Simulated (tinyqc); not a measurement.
FCI on RHF in the 3-21g basis, for H3+, spin multiplicity 1, step by step. One step of it, computed by the program tinyqc.

Question. FCI: roots. Diagonalise (each vector has its largest component positive (the first on a tie)); all determinants have Ms = 0, so triplets appear too. The lowest singlet root is the correlation energy.

Occupation strings over the orbitals (2 doubly, a alpha, b beta, 0 empty; spin orbitals ordered 1a 1b 2a 2b ...): 200000 a0b000 a00b00 a0000b b0a000 b00a00 b0000a 020000 0a00b0 002000 00ab00 00a00b 00ba00 000200 000a0b 0b00a0 000020 00b00a 000b0a 000002

H - E(HF) between determinants (hartree), order 200000, a0b000, a00b00, a0000b, b0a000, b00a00, b0000a, 020000, 0a00b0, 002000, 00ab00, 00a00b, 00ba00, 000200, 000a0b, 0b00a0, 000020, 00b00a, 000b0a, 000002:
```
[[0.000000, 0.000000, 0.000000, 0.000000, 0.000000, 0.000000, 0.000000, 0.122187, -0.057122, 0.072307, -0.001651, -0.066170, 0.001651, 0.055302, -0.010976, 0.057122, 0.047464, 0.066170, 0.010976, 0.097266],
 [0.000000, 0.608139, 0.034362, 0.069559, -0.072307, 0.001651, 0.066170, -0.093373, 0.010816, -0.064303, 0.007866, -0.053437, 0.029399, -0.016041, -0.042344, -0.035977, -0.024974, -0.039035, 0.024695, 0.063045],
 [0.000000, 0.034362, 1.252192, 0.020205, 0.001651, -0.055302, 0.010976, 0.066469, -0.142202, 0.007866, -0.069785, -0.054750, 0.016041, -0.002262, 0.024839, 0.056496, 0.078163, 0.024695, -0.076194, 0.055240],
 [0.000000, 0.069559, 0.020205, 1.491024, 0.066170, 0.010976, -0.097266, 0.047625, -0.077518, -0.053437, -0.054750, 0.026293, 0.042344, 0.024839, 0.007638, 0.034339, 0.045525, -0.063045, -0.055240, -0.060143],
 [0.000000, -0.072307, 0.001651, 0.066170, 0.608139, 0.034362, 0.069559, 0.093373, -0.035977, 0.064303, 0.029399, -0.039035, 0.007866, 0.016041, 0.024695, 0.010816, 0.024974, -0.053437, -0.042344, -0.063045],
 [0.000000, 0.001651, -0.055302, 0.010976, 0.034362, 1.252192, 0.020205, -0.066469, 0.056496, -0.007866, 0.016041, 0.024695, -0.069785, 0.002262, -0.076194, -0.142202, -0.078163, -0.054750, 0.024839, -0.055240],
 [0.000000, 0.066170, 0.010976, -0.097266, 0.069559, 0.020205, 1.491024, -0.047625, 0.034339, 0.053437, 0.042344, -0.063045, -0.054750, -0.024839, -0.055240, -0.077518, -0.045525, 0.026293, 0.007638, 0.060143],
 [0.122187, -0.093373, 0.066469, 0.047625, 0.093373, -0.066469, -0.047625, 0.660820, 0.034929, 0.101527, -0.044380, -0.028793, 0.044380, 0.068425, 0.041062, -0.034929, 0.083503, 0.028793, -0.041062, 0.032097],
 [-0.057122, 0.010816, -0.142202, -0.077518, -0.035977, 0.056496, 0.034339, 0.034929, 1.795115, 0.006312, 0.116242, 0.070478, -0.031700, -0.092216, -0.054109, -0.083503, 0.018275, -0.021896, 0.063137, -0.032931],
 [0.072307, -0.064303, 0.007866, -0.053437, 0.064303, -0.007866, 0.053437, 0.101527, 0.006312, 1.321339, 0.051531, 0.143520, -0.051531, 0.024668, 0.008083, -0.006312, 0.030109, -0.143520, -0.008083, 0.082778],
 [-0.001651, 0.007866, -0.069785, -0.054750, 0.029399, 0.016041, 0.042344, -0.044380, 0.116242, 0.051531, 1.922090, 0.052236, -0.024668, 0.019687, -0.017729, -0.031700, -0.019749, -0.008083, -0.126645, 0.027305],
 [-0.066170, -0.053437, -0.054750, 0.026293, -0.039035, 0.024695, -0.063045, -0.028793, 0.070478, 0.143520, 0.052236, 2.101815, -0.008083, -0.017729, 0.054863, -0.021896, -0.008557, -0.082778, -0.027305, 0.037541],
 [0.001651, 0.029399, 0.016041, 0.042344, 0.007866, -0.069785, -0.054750, 0.044380, -0.031700, -0.051531, -0.024668, -0.008083, 1.922090, -0.019687, -0.126645, 0.116242, 0.019749, 0.052236, -0.017729, -0.027305],
 [0.055302, -0.016041, -0.002262, 0.024839, 0.016041, 0.002262, -0.024839, 0.068425, -0.092216, 0.024668, 0.019687, -0.017729, -0.019687, 2.597107, 0.075314, 0.092216, 0.190454, 0.017729, -0.075314, 0.062631],
 [-0.010976, -0.042344, 0.024839, 0.007638, 0.024695, -0.076194, -0.055240, 0.041062, -0.054109, 0.008083, -0.017729, 0.054863, -0.126645, 0.075314, 2.724287, 0.063137, 0.107062, -0.027305, -0.062631, -0.011936],
 [0.057122, -0.035977, 0.056496, 0.034339, 0.010816, -0.142202, -0.077518, -0.034929, -0.083503, -0.006312, -0.031700, -0.021896, 0.116242, 0.092216, 0.063137, 1.795115, -0.018275, 0.070478, -0.054109, 0.032931],
 [0.047464, -0.024974, 0.078163, 0.045525, 0.024974, -0.078163, -0.045525, 0.083503, 0.018275, 0.030109, -0.019749, -0.008557, 0.019749, 0.190454, 0.107062, -0.018275, 2.957001, 0.008557, -0.107062, 0.065284],
 [0.066170, -0.039035, 0.024695, -0.063045, -0.053437, -0.054750, 0.026293, 0.028793, -0.021896, -0.143520, -0.008083, -0.082778, 0.052236, 0.017729, -0.027305, 0.070478, 0.008557, 2.101815, 0.054863, -0.037541],
 [0.010976, 0.024695, -0.076194, -0.055240, -0.042344, 0.024839, 0.007638, -0.041062, 0.063137, -0.008083, -0.126645, -0.027305, -0.017729, -0.075314, -0.062631, -0.054109, -0.107062, 0.054863, 2.724287, 0.011936],
 [0.097266, 0.063045, 0.055240, -0.060143, -0.063045, -0.055240, 0.060143, 0.032097, -0.032931, 0.082778, 0.027305, 0.037541, -0.027305, 0.062631, -0.011936, 0.032931, 0.065284, -0.037541, 0.011936, 3.053238]]
```

Give: lowest roots of this matrix, relative to E(HF); lowest vectors; <S^2> of these roots; weight of the ground state by excitation level 0, 1, 2, ....

Answer.

lowest roots of this matrix, relative to E(HF) (hartree): [-0.0369, 0.5072, 0.5245, 0.7559, 1.1765, 1.2276, 1.3028, 1.4047]

lowest vectors, order 200000, a0b000, a00b00, a0000b, b0a000, b00a00, b0000a, 020000, 0a00b0, 002000, 00ab00, 00a00b, 00ba00, 000200, 000a0b, 0b00a0, 000020, 00b00a, 000b0a, 000002:
```
[[0.9800, 0.0000, 0.1554, 0.0695],
 [-0.0271, 0.6972, 0.4648, -0.5140],
 [0.0171, -0.0306, -0.0835, -0.0292],
 [0.0033, -0.1039, -0.0414, -0.0478],
 [0.0271, 0.6972, -0.4648, 0.5140],
 [-0.0171, -0.0306, 0.0835, 0.0292],
 [-0.0033, -0.1039, 0.0414, 0.0478],
 [-0.1745, 0.0000, 0.7173, 0.6171],
 [0.0336, 0.0086, -0.0505, -0.0124],
 [-0.0457, 0.0000, -0.0421, -0.2686],
 [-0.0047, -0.0225, 0.0281, 0.0209],
 [0.0290, 0.0399, 0.0268, 0.0391],
 [0.0047, -0.0225, -0.0281, -0.0209],
 [-0.0121, 0.0000, -0.0223, -0.0263],
 [0.0065, 0.0006, 0.0025, -0.0261],
 [-0.0336, 0.0086, 0.0505, 0.0124],
 [-0.0111, 0.0000, -0.0067, -0.0239],
 [-0.0290, 0.0399, -0.0268, -0.0391],
 [-0.0065, 0.0006, -0.0025, 0.0261],
 [-0.0266, 0.0000, -0.0372, 0.0242]]
```

<S^2> of these roots: [0.0000, 2.0000, 0.0000, 0.0000, 2.0000, 0.0000, 0.0000, 2.0000]

weight of the ground state by excitation level 0, 1, 2, ...: [0.9603, 0.0021, 0.0376]
